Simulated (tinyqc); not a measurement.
Raising U: Hubbard chain of 4 sites, mean field against exact. Computed by the program tinyqc. 

one-body matrix (hopping and site energies) (eV):
```
         1        2        3        4
1   0.0000  -1.8900   0.0000   0.0000
2  -1.8900   0.0000  -1.8900   0.0000
3   0.0000  -1.8900   0.0000  -1.8900
4   0.0000   0.0000  -1.8900   0.0000
```

electrons, up and down: 2  2

Collinear unrestricted mean field (the lowest of 40 random starts) against exact diagonalisation.

Exact and mean-field results (eV):
```
U            U/t    E exact  E mean field  mean |n_up - n_down|  double occupancy, exact  first gap in the sector
0.9400    0.4974  -7.560862     -7.512337                0.0000                   0.2242                   2.0752
1.8900    1.0000  -6.757441     -6.562337                0.0000                   0.1988                   1.8496
3.7800    2.0000  -5.435532     -4.719401                0.3935                   0.1521                   1.4908
5.6700    3.0000  -4.436636     -3.481366                0.6966                   0.1138                   1.2226
7.5600    4.0000  -3.691445     -2.710867                0.8199                   0.0849                   1.0211
11.3400   6.0000  -2.706359     -1.854093                0.9177                   0.0494                   0.7514
15.1200   8.0000  -2.111456     -1.402512                0.9534                   0.0312                   0.5871
22.6800  12.0000  -1.451649     -0.940595                0.9792                   0.0152                   0.4040
37.8000  20.0000  -0.885691     -0.566053                0.9925                   0.0057                   0.2466
```

In absolute terms mean field is worst at U/t = 4.0, 0.981 eV too high: at small U it is nearly exact, and at large U it misses only exchange-scale energies. Its local moments set in at U/t = 2.0 of those listed, a broken symmetry that the exact state of a finite cluster with equal spins does not have. Relative to the exact energy its error is 0.6 % at the smallest U, 36 % at most and 36 % at the largest. The double occupancy falls from 0.224 to 0.006; at the largest U the first gap is 0.65 times the exchange scale 4t^2/U.
